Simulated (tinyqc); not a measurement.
# Changing the nearest-neighbour distance d

Model: rigid-ion and shell models of the dielectric response of an ionic crystal. Computed by tinyqc, a small Python program. Command: `OMP_NUM_THREADS=1 python tinyqc.py 3025473 3025474 out.jsonl shell sweep`. One thread of a shared host (Intel(R) Xeon(R) Processor @ 2.30GHz), about 0.01 s of CPU time with the checks.

Charges +Z and -Z; 6 nearest neighbours, Madelung constant M = 1.747565, volume per ion pair Omega = 2.000000 d^3. Energy per pair U = -M Z^2 e2/d + 6 A exp(-d/rho), e2 = e^2/(4 pi eps_0). In the shell model the anion is a core of charge Y - Z and a massless shell of charge -Y, joined by the spring k; the repulsion acts on the shell. Each ion feels the Lorentz field E + (4 pi/3) P (Gaussian units).

Inputs (values chosen for the exercise, for a model crystal):

| quantity | value | unit |
|---|---|---|
| ionic charge Z | 2 | e |
| hardness d/rho | 6.65 | - |
| cation mass | 14.8 | u |
| anion mass | 14.007 | u |
| shell charge size Y | 3.05 | e |
| core-shell spring k | 33.9 | eV/angstrom^2 |
| cation polarisability alpha_+ | 0.47 | angstrom^3 |

Structure: rock salt.

Constants: e^2/(4 pi eps_0) = 14.39964548 eV angstrom; 1 eV/angstrom^3 = 160.2176634 GPa; nu for 1 eV/(angstrom^2 u) = 15.6333042 THz; 1 THz = 33.35640952 1/cm.

Method:
- Zero pressure fixes 6 A exp(-d/rho) = M Z^2 e2 rho/d^2. Then U = -(M Z^2 e2/d)(1 - rho/d), B = M Z^2 e2 (d/rho - 2)/(9 Omega d), and the spring of one sublattice against the other is R = (1/3) x (Laplacian of the repulsion summed over neighbours) = M Z^2 e2 (d/rho - 2)/(3 d^3), so R = 3 B Omega/d^2.
- Eliminating the shell gives the anion polarisability alpha_- = Y^2 e2/(k + R), the Szigeti charge Z_S = Z - Y R/(k + R) and the softened spring R' = k R/(k + R). With b = 4 pi (alpha_+ + alpha_-)/(3 Omega): eps_inf = (1 + 2b)/(1 - b) (Clausius-Mossotti); Born charge Z* = Z_S (eps_inf + 2)/3.
- mu lambda_TO = R' - (4 pi e2/(3 Omega)) Z_S^2/(1 - b); mu lambda_LO = mu lambda_TO + 4 pi e2 Z*^2/(eps_inf Omega); eps_s = eps_inf lambda_LO/lambda_TO.
- lambda in eV/(angstrom^2 u) gives the wavenumber 15.6333042 x 33.35640952 x sqrt(lambda); mu is the reduced mass.

One run for each value:

| nearest-neighbour distance d (angstrom) | eps_s | eps_inf | omega_TO (1/cm) | bulk modulus B (GPa) |
|---|---|---|---|---|
| 2.54 | 26.070 | 3.4981 | 234.56 | 100.09 |
| 2.69 | 21.840 | 2.9540 | 225.62 | 79.57 |
| 2.84 | 19.276 | 2.5719 | 214.60 | 64.04 |
| 3.14 | 16.369 | 2.0789 | 191.87 | 42.86 |
| 3.29 | 15.481 | 1.9136 | 181.17 | 35.56 |
| 3.44 | 14.805 | 1.7823 | 171.13 | 29.75 |
| 3.59 | 14.276 | 1.6763 | 161.79 | 25.08 |
| 3.74 | 13.854 | 1.5895 | 153.14 | 21.29 |

Give the missing row, nearest-neighbour distance d (angstrom) = 2.99.

Computed row:
```
nearest-neighbour distance d (angstrom)   eps_s  eps_inf  omega_TO (1/cm)  bulk modulus B (GPa)
2.99                                     17.572   2.2915           203.12                 52.13
```

Interpolating between the two neighbouring rows (linearly) misses most in bulk modulus B (GPa), by 2.5 %. Over the rows, eps_s falls from 26.1 to 13.9 (exponent d ln y / d ln x -3.1 between the first rows and -0.73 between the last); eps_inf falls from 3.50 to 1.59 (exponent d ln y / d ln x -2.9 between the first rows and -1.3 between the last); omega_TO (1/cm) falls from 235 to 153 (exponent d ln y / d ln x -0.68 between the first rows and -1.3 between the last). The exponent of bulk modulus B stays at -4: B is an energy ~ 1/d over a volume ~ d^3. d/rho, k and the cation polarisability are held fixed, so each row is a different crystal at zero pressure, not one crystal under strain.
